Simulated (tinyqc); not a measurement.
Sheet resistance and Hall data of a diffused or implanted layer. Changing the length scale l. Computed by tinyqc, a small Python program. Command: `OMP_NUM_THREADS=1 python tinyqc.py 3019746 3019747 out.jsonl layer sweep`. One thread of a shared host (Intel(R) Xeon(R) Processor @ 2.30GHz), about 0.01 s of CPU time with the checks.

Carriers are taken equal to the net active doping down to the junction (full ionisation, which deep dopants in wide-gap hosts do not reach; no spill-over, no depletion), and the Hall factor is 1.

Inputs (values chosen for the exercise, modelled on donors in germanium):
```
quantity                                 value        unit
mu_min                                     292  cm^2/(V s)
mu_max                                    3820  cm^2/(V s)
N_ref                                  1.2e+17      1/cm^3
exponent alpha                            0.54           -
peak concentration N_0                   4e+18      1/cm^3
background doping N_B (opposite type)  2.9e+16      1/cm^3
projected range R_p                        690          nm
```

Profile: buried Gaussian (implant). Activation: complete.

Constants: e = 1.602176634e-19 C.

Method:
- N(x) = N_0 exp(-(x - R_p)^2/(2 l^2)) for x > 0, dose N_0 l sqrt(pi/2) erfc(-R_p/(l sqrt 2)), junction x_j = R_p + l sqrt(2 ln(N_0/N_B)); the layer starts at x_0 = max(0, 2 R_p - x_j).
- Mobility mu = mu_min + (mu_max - mu_min)/(1 + (N_t/N_ref)^alpha), N_t = active doping + N_B; carriers n = active doping - N_B, all dopants active.
- Integrals from x_0 (0 unless stated) to x_j by the midpoint rule on 400 even intervals: 1/R_s = e int n mu dx; sheet density n_s = int n dx; Hall sheet density (int n mu dx)^2/int n mu^2 dx; Hall mobility int n mu^2 dx/int n mu dx.
- Mean conductivity 1/(R_s x_j); mean mobility 1/(e n_s R_s).

One run for each value:
```
length scale l (nm)  sheet resistance R_s (ohm)  junction depth x_j (nm)  mean conductivity 1/(R_s x_j) (S/cm)
75                                       96.405                      925                                112.09
140                                      51.646                     1129                                171.43
250                                      28.991                     1475                                233.89
450                                      17.609                     2103                                270.10
810                                      11.579                     3233                                267.17
1500                                      7.357                     5399                                251.78
2600                                      4.705                     8851                                240.11
4800                                      2.741                    15757                                231.55
```

Over the rows, sheet resistance R_s (ohm) falls from 96.4 to 2.74 (exponent d ln y / d ln x -1.0 between the first rows and -0.88 between the last); junction depth x_j (nm) rises from 925 to 15800 (exponent d ln y / d ln x 0.32 between the first rows and 0.94 between the last); mean conductivity 1/(R_s x_j) (S/cm) goes from 112 through a maximum among these rows, 270 at 450, to 232. At the low end the exponent of sheet resistance R_s is -1.00, close to -1: the profile only stretches. At the high end the exponent of junction depth x_j is 0.94, close to 1: the profile only stretches.

Extremes, crossings and ranges named in words are read from the listed rows.
